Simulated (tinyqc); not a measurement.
Domain walls in a thin film with perpendicular anisotropy: Bloch, Neel and chiral walls, motion and stripe domains: one step, computed by the program tinyqc.

One-dimensional wall: polar angle theta(x), azimuth phi of the moment in the wall (phi = 0 Neel, 90 degrees Bloch). mu_0 = 1.25663706212e-6 T m/A, gamma = 1.76085963023e11 rad/(s T).

Task: Stripe domains. Dipolar length l = sigma/(mu_0 M_s^2); for t much smaller than the period the domain width is w = 0.955 t exp(pi l/t) (Kaplan and Gehring), given as log10 of w in nm.

Inputs (values chosen for the exercise, for a model film): saturation magnetisation M_s = 1330 kA/m; thickness t = 2 nm.

wall energy sigma = 6.506898 mJ/m^2

Give: dipolar length l; log10 of the domain width in nm.

Result:

dipolar length l = 2.927 nm

log10 of the domain width in nm = 2.278

Equilibrium domains are about 190 nm wide.
